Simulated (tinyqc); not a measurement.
# Tunnelling through a gate dielectric, WKB transmission and Tsu-Esaki current: two studies

Electrons leave the emitter at x = 0. Energies E (motion across the layers) are in eV from the emitter Fermi level; the collector Fermi level lies at -V and offers states at every E. No charge in the dielectric and no image force: F1 = V/t1, U = phi1 - F1 x. With C = hbar^2/(2 m0), kappa = sqrt(m (U - E)/C) where U > E and 0 elsewhere; T(E) = exp(-S), S = 2 times the integral of kappa over x.

Inputs (values chosen for the exercise); dielectric values close to those of silicon dioxide:

| symbol | value | unit | meaning |
|---|---|---|---|
| T | 400 | K | temperature |
| Ef | 0.24 | eV | Fermi energy of the emitter above its band bottom |
| me | 0.68 | m0 | emitter mass in the supply function |
| phi1 | 3.24 | eV | barrier of layer 1 above the emitter Fermi level at zero bias |
| m1 | 0.5 | m0 | tunnelling mass of layer 1 |
| t1 | 1.7 | nm | thickness of layer 1 |
| V | 0.8 | V | voltage across the dielectric |

Constants: q = 1.602176634e-19 C, kB = 1.380649e-23 J/K, hbar = 1.054571817e-34 J s, m0 = 9.1093837015e-31 kg, Vt = kB T/q, hbar^2/(2 m0) = 0.0380998212 eV nm^2. Results are converted to the units shown.

Each table varies one quantity; the others keep the values above.

## A Fowler-Nordheim plot

The thickness is set to t1 = 7.2 nm and V = F t1. Each layer adds (2/F) sqrt(m/C) [G(u at its left edge) - G(u at its right edge)] to S, with u = U - E (0 where negative) and G(u) = (2/3) u^1.5. J = J0 times the integral of T(E) N(E) dE, N = ln[(1 + exp(-E/Vt))/(1 + exp((-E - V)/Vt))], J0 = q^2 me m0 kB T/(2 pi^2 hbar^3) (times 1e-4 for A/cm^2 per eV), from E = -Ef to far above the barrier (T = 1 there), by quadrature converged to the digits shown. The closed formula is J = A F^2 exp(-B/F), A = q^2 me/(16 pi^2 hbar m1 phi1) (A/V^2 with phi1 in volts), B = (4/3) sqrt(m1/C) phi1^1.5 (V/nm), C = hbar^2/(2 m0); it assumes zero temperature, a deep Fermi sea and S linear in E.

A Fowler-Nordheim plot:

| F (V/nm) | J (A/cm^2) | J by the formula (A/cm^2) | ln(J/F^2), F in V/cm |
|---|---|---|---|
| 0.6 | 2.989e-13 | 9.494e-14 | -60.05 |
| 0.71 | 3.967e-10 | 1.917e-10 | -53.20 |
| 0.83 | 1.285e-7 | 8.118e-8 | -47.73 |
| 0.94 | 7.366e-6 | 5.526e-6 | -43.93 |
| 1.06 | 2.404e-4 | 2.090e-4 | -40.69 |
| 1.17 | 0.003177 | 0.003097 | -38.30 |
| 1.29 | 0.03245 | 0.03536 | -36.17 |
| 1.4 | 0.1937 | 0.2316 | -34.55 |

The slope of ln(J/F^2) against 1/F between the end rows is -26.78 V/nm, against B = 28.17 V/nm; read as B it gives phi1 = 3.13 eV. The integrated current is 3.15 times the formula in the first row and 16 % below it in the last. The excess in the first row is thermal: at 20 K it is gone. In 4 of the 8 rows the field exceeds 10 MV/cm (up to 14.0), more than most dielectrics sustain; the model ignores breakdown.

## Effect of the tunnelling mass m1

Same model as above.

Effect of the tunnelling mass m1:

| m1 (m0) | S at E = 0 | T(E = 0) | J (A/cm^2) | mean E of the current (eV) |
|---|---|---|---|---|
| 0.12 | 10.16 | 3.868e-5 | 1.012e4 | -0.1411 |
| 0.15 | 11.36 | 1.166e-5 | 2962 | -0.1400 |
| 0.2 | 13.12 | 2.011e-6 | 489.7 | -0.1384 |
| 0.25 | 14.67 | 4.276e-7 | 100.3 | -0.1369 |
| 0.31 | 16.33 | 8.087e-8 | 18.24 | -0.1353 |
| 0.4 | 18.55 | 8.786e-9 | 1.882 | -0.1331 |
| 0.5 | 20.74 | 9.838e-10 | 0.2004 | -0.1309 |
| 0.63 | 23.28 | 7.754e-11 | 0.01492 | -0.1283 |

What does the table show?

J falls from 10100 to 0.0149 A/cm^2. S goes as m1^(0.50): kappa is proportional to the square root of the mass.

Computed by the program tinyqc: `OMP_NUM_THREADS=1 python tinyqc.py 2540171 2540172 out.jsonl`, one thread of a shared Intel Xeon 2.30GHz, about 0.06 s for the whole run.
